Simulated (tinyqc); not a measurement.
Inside a calculation. Model: MOSFET in the linear regime without short-channel effects, parameter extraction from computed curves.

Program tinyqc, `OMP_NUM_THREADS=1 python tinyqc.py 2210060 2210061 out.jsonl`; Intel Xeon 2.30GHz, shared host, one thread, about 0.01 s. Printed values are rounded.

Inversion charge Q = Cox n Vt W0(exp((Vg - VT)/(n Vt))), W0 the Lambert function and n = nf; u = Q/Cox; mobility mu = mu0/(1 + th1 u + th2 u^2); channel resistance Rch = (L - dL)/(W mu Q); Id = Vd/(Rch + Rsd/W). Cox = eps0 eox/tox. Small Vd, no channel-length or drain effects.

Values chosen for this exercise; channel values of the order met in silicon transistors:
```
symbol  value        unit                                                                 meaning
T         400           K                                                             temperature
eox       3.9              relative permittivity of the gate insulator (close to silicon dioxide)
tox       5.5          nm                                                     insulator thickness
mu0       410  cm^2/(V s)                                                      low-field mobility
th1      0.47         1/V                                       first mobility attenuation factor
th2         0       1/V^2                                      second mobility attenuation factor
VT       0.46           V                                                       threshold voltage
nf       1.43                                                                         body factor
W          10          um                                                              gate width
L        0.25          um                                                       drawn gate length
dL      0.014          um                                             drawn less effective length
Rsd       340      ohm um                                            source plus drain resistance
Vd      0.025           V                                                           drain voltage
```

Constants: q = 1.602176634e-19 C, kB = 1.380649e-23 J/K, Vt = kB T/q, eps0 = 8.8541878128e-14 F/cm where lengths are in cm. Results are converted to the units shown.

## Transfer curve

Vg, point 0 to 8 (V): [0.26, 0.36, 0.46, 0.56, 0.66, 0.76, 0.86, 0.96, 1.06]

u, mu, Rch and Id as defined.

```
point        u (V)  mu (cm^2/(V s))   Rch (ohm)    Id (uA)
0      8.379644e-4         409.8386  1.094518e5  0.2283401
1      0.005766132         408.8919    15942.94   1.564756
2       0.02795514         404.6829    3322.651   7.447899
3       0.07761868         395.5693    1224.257   19.86876
4        0.1463564         383.6123    669.5100   35.53610
5        0.2251300         370.7686    450.3239   51.61834
6        0.3094497         357.9406    339.3598   66.95955
7        0.3971505         345.5073    273.9359   81.18573
8        0.4870887         333.6231    231.3115   94.22886
```

## Threshold and mobility at the peak transconductance

gm_i = (Id_(i+1) - Id_(i-1))/(Vg_(i+1) - Vg_(i-1)); at the point j of largest gm the tangent meets the axis at V_ext = Vg_j - Id_j/gm_j; field-effect mobility gm_j L/(W Cox Vd) with the drawn L.

gm, point 1 to 7 (uS): [36.09779, 91.52002, 140.4410, 158.7479, 157.1172, 147.8369, 136.3466]
j = 4
V_ext = 0.4361476 V
field-effect mobility = 252.8468 cm^2/(V s)

V_ext is 24 mV below the model VT, and the mobility so found is 42 % below mu0 L/(L - dL) = 434 cm^2/(V s), the value for the drawn L; attenuation, series resistance and the slow approach of Q to a straight line all lower the peak gm.

## The Y function

Y_i = Id_i/sqrt(gm_i). For Id = beta Vd x/(1 + th x), x = Vg - VT, Y = sqrt(beta Vd) x whatever th. Slope s from points 4 and 7; VT_Y = Vg - Y/s at point 7; beta = s^2/Vd; mobility beta L/(W Cox) with the drawn L; th* = (beta Vd x/Id - 1)/x at point 7.

Y, point 1 to 7 (uA^0.5 V^0.5): [0.2604391, 0.7785306, 1.676578, 2.820432, 4.118055, 5.507075, 6.952765]
s = 13.77444 uA^0.5 V^-0.5
VT_Y = 0.4552416 V
beta = 7589.410 uA/V^2
mobility from Y = 302.2020 cm^2/(V s)
th* = 0.3559059 1/V

The mobility from Y is 30 % below mu0 L/(L - dL) = 434 cm^2/(V s), which it should reach in deep inversion when th2 = 0. th* compares with th1 + mu0 Cox Rsd/(L - dL) = 0.841 1/V, since series resistance enters like th1. The match is poor here: at these overdrives Q is not yet a straight line in Vg.
